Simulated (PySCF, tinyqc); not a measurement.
Inside a calculation (part 2 of 2). Method: CIS on RHF in the 3-21g basis, for H3-, spin multiplicity 1. The basis has no diffuse functions, so it cannot describe the extra electron: this is an exercise in the method, not the real anion. The lowest restricted solution is unstable here: a spin-polarised one lies 0.0687 hartree lower (PySCF). Computed by tinyqc, a small Python program that keeps every step (integrals from PySCF). Command: `OMP_NUM_THREADS=1 python tinyqc.py 24954 24955 out.jsonl` (the two numbers bound the seeds that draw the settings). One thread of a shared host (Intel(R) Xeon(R) Processor @ 2.60GHz), about 0.1 s of CPU time with the checks.

Geometry (angstrom):
```
atom         x         y         z
H     0.000000  0.000000  0.000000
H     0.000000  0.000000  1.105000
H     0.000000  0.970000  0.529000
```

## CIS triplet states

CIS matrix A, triplet (hartree), order 1>3, 1>4, 1>5, 1>6, 2>3, 2>4, 2>5, 2>6:
$$\begin{pmatrix}
0.294045 & -0.041216 & 0.107298 & -0.000176 & 0.000051 & -0.000002 & -0.000094 & -0.032049 \\
-0.041216 & 1.196902 & 0.034263 & -0.000094 & -0.000002 & 0.000086 & 0.000151 & 0.060773 \\
0.107298 & 0.034263 & 1.351408 & -0.000022 & -0.000094 & 0.000151 & 0.000481 & 0.105009 \\
-0.000176 & -0.000094 & -0.000022 & 1.391909 & -0.032049 & 0.060773 & 0.105009 & -0.000571 \\
0.000051 & -0.000002 & -0.000094 & -0.032049 & -0.091456 & -0.015295 & 0.056254 & -0.000115 \\
-0.000002 & 0.000086 & 0.000151 & 0.060773 & -0.015295 & 0.870286 & -0.040229 & 0.000092 \\
-0.000094 & 0.000151 & 0.000481 & 0.105009 & 0.056254 & -0.040229 & 0.968334 & 0.000012 \\
-0.032049 & 0.060773 & 0.105009 & -0.000571 & -0.000115 & 0.000092 & 0.000012 & 0.956208
\end{pmatrix}$$

Diagonalise A (1 hartree = 27.211386 eV); each vector has its largest component positive (the first on a tie).

triplet excitation energies (eV): [-2.599378, 7.585363, 22.839647, 25.139089, 26.500674, 32.651048, 37.988636, 38.677585]

lowest vectors, order 1>3, 1>4, 1>5, 1>6, 2>3, 2>4, 2>5, 2>6:
$$\begin{pmatrix}
-0.000147 & 0.991544 & -0.000016 & -0.070039 & -0.000117 & -0.078555 \\
-0.000003 & 0.044550 & -0.000208 & -0.198209 & -0.000142 & 0.953636 \\
0.000085 & -0.106423 & -0.000411 & -0.201498 & -0.000612 & -0.255672 \\
0.024885 & 0.000177 & -0.176005 & 0.000712 & -0.153150 & 0.000523 \\
0.998117 & 0.000153 & 0.016443 & -0.000050 & 0.057536 & 0.000000 \\
0.011959 & 0.000012 & 0.892705 & 0.000577 & -0.441021 & 0.000226 \\
-0.054782 & 0.000160 & 0.414522 & 0.001340 & 0.882459 & 0.000329 \\
0.000109 & 0.059408 & -0.001118 & 0.956663 & -0.001020 & 0.137979
\end{pmatrix}$$

A negative triplet energy shows that the restricted solution is unstable towards a spin-polarised one.
